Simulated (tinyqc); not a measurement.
Comparisons within one model: Landau levels of a parabolic two-dimensional band. A value that a table varies takes the place of the one given here.

E(N, s) = (N + 1/2) hbar wc + s gs muB B with s = +/-1/2.

In a field B along z: l = 1/sqrt((e/hbar) B) is the magnetic length, n_B = B/(h/e) the number of states per area in one level, hbar wc = 2 muB B/m for mass m in m0; 1/angstrom^2 = 1e16/cm^2.

Each listed level takes n_B electrons. At zero temperature and without broadening EF sits in the partly filled level.

Constants: hbar^2/2m0 = 3.80998211 eV angstrom^2; e/hbar = 1.519267448e-05 1/(T angstrom^2); h/e = 413566.7697 T angstrom^2; muB = 5.788381798e-05 eV/T.

Parameters, chosen for this exercise (near those of a two-dimensional electron gas in Ge (111); shifted at random, so the results belong to these values and not to a real crystal): m = 0.0793 m0 (mass); gs = 0.89 (g factor); gv = 1 (valleys); Bs = (0.5, 1, 2, 4, 8, 12, 16) T (fields); n = 1.7 x 1e11/cm^2 (electron sheet density); Bo = (1.23, 1.38, 1.57, 1.82, 2.16, 2.67, 3.47, 4.98, 8.79) T (fields); tilt = (0, 30, 50, 60, 68, 74, 80) degrees (tilt angles); Bp = 13.9 T (perpendicular component, kept fixed); B = 13.9 T (magnetic field).

## The fan of levels

The four lowest levels against B, with their labels in order.

Levels (meV):

| B (T) | first | second | third | fourth | order |
|---|---|---|---|---|---|
| 0.500 | 0.35 | 0.38 | 1.08 | 1.11 | 0- 0+ 1- 1+ |
| 1.00 | 0.70 | 0.76 | 2.16 | 2.22 | 0- 0+ 1- 1+ |
| 2.00 | 1.41 | 1.51 | 4.33 | 4.43 | 0- 0+ 1- 1+ |
| 4.00 | 2.82 | 3.02 | 8.66 | 8.86 | 0- 0+ 1- 1+ |
| 8.00 | 5.63 | 6.05 | 17.31 | 17.72 | 0- 0+ 1- 1+ |
| 12.0 | 8.45 | 9.07 | 25.97 | 26.59 | 0- 0+ 1- 1+ |
| 16.0 | 11.27 | 12.09 | 34.62 | 35.45 | 0- 0+ 1- 1+ |

What does this show?

The fourth level grows as B^1.00 over the first two rows and B^1.00 over the last two (1 for a parabolic band without a fixed offset such as a valley splitting, 1/2 for massless Dirac electrons). The order of the levels does not change. The Zeeman gap is |gs| m/2 = 0.035 of hbar wc at every field.

## Oscillation of the Fermi level

Fixed density, zero temperature, no broadening. At B = 0, EF = 2 pi c n/(m gv) with c = hbar^2/2m0.

Filling:

| B (T) | nu | partly filled level | EF (meV) | filled share |
|---|---|---|---|---|
| 1.23 | 5.72 | 2+ | 4.52 | 0.72 |
| 1.38 | 5.09 | 2+ | 5.07 | 0.09 |
| 1.57 | 4.48 | 2- | 5.69 | 0.48 |
| 1.82 | 3.86 | 1+ | 4.03 | 0.86 |
| 2.16 | 3.25 | 1+ | 4.79 | 0.25 |
| 2.67 | 2.63 | 1- | 5.78 | 0.63 |
| 3.47 | 2.03 | 1- | 7.51 | 0.03 |
| 4.98 | 1.41 | 0+ | 3.76 | 0.41 |
| 8.79 | 0.80 | 0- | 6.19 | 0.80 |

EF at B = 0 = 5.13 meV

What does this show?

EF runs between 3.8 and 7.5 meV around its zero-field value of 5.1 meV. It follows a level while that level empties and falls to the next one down when nu passes a filled shell; the partly filled level changes 5 times in this table.

## Tilting the field

The cyclotron gap follows Bp, the Zeeman gap the total field Bp/cos(theta): i = |gs| muB B/(hbar wc) = |gs| m/(2 cos theta). With f the fractional part of i the gaps alternate between f and 1 - f of hbar wc. The layer is taken as strictly two-dimensional and valley splitting is left out.

Gaps:

| theta (degrees) | B total (T) | i | f hbar wc (meV) | (1 - f) hbar wc (meV) |
|---|---|---|---|---|
| 0 | 13.90 | 0.035 | 0.716 | 19.576 |
| 30 | 16.05 | 0.041 | 0.827 | 19.465 |
| 50 | 21.62 | 0.055 | 1.114 | 19.178 |
| 60 | 27.80 | 0.071 | 1.432 | 18.860 |
| 68 | 37.11 | 0.094 | 1.912 | 18.381 |
| 74 | 50.43 | 0.128 | 2.598 | 17.694 |
| 80 | 80.05 | 0.203 | 4.124 | 16.168 |

How do the results move?

i = 1/2 (equal gaps) falls at theta = 86.0 degrees. i = 1 (levels of opposite spin coincide) falls at theta = 88.0 degrees. Over the table i grows from 0.035 to 0.203.

## What each parameter does

The second and third levels from below, nu = n/n_B, and EF. Each row changes one parameter from the base and keeps the others.

Results:

| case | second level (meV) | third level (meV) | nu | EF (meV) |
|---|---|---|---|---|
| base | 10.50 | 30.08 | 0.51 | 9.79 |
| B = 16.7 T | 12.62 | 36.14 | 0.42 | 11.76 |
| m = 0.0674 m0 | 12.30 | 35.45 | 0.51 | 11.58 |
| gs = 1.07 | 10.58 | 30.01 | 0.51 | 9.72 |
| n = 2.04 x 1e11/cm^2 | 10.50 | 30.08 | 0.61 | 9.79 |

How do the results move?

The largest shifts from the base row, up to three for each result and ties (the steps differ in size, so this ranks the rows, not the parameters). second level (meV): B +2.12, m +1.79, gs +0.07; unchanged at the printed digits by n. third level (meV): B +6.06, m +5.37, gs -0.07; unchanged at the printed digits by n. nu: n +0.10, B -0.08; unchanged at the printed digits by m and gs. EF (meV): B +1.97, m +1.79, gs -0.07; unchanged at the printed digits by n.

tinyqc: `OMP_NUM_THREADS=1 python tinyqc.py 1252546 1252547 out.jsonl`; about 0.01 s, one thread, shared Intel(R) Xeon(R) Processor @ 2.30GHz.
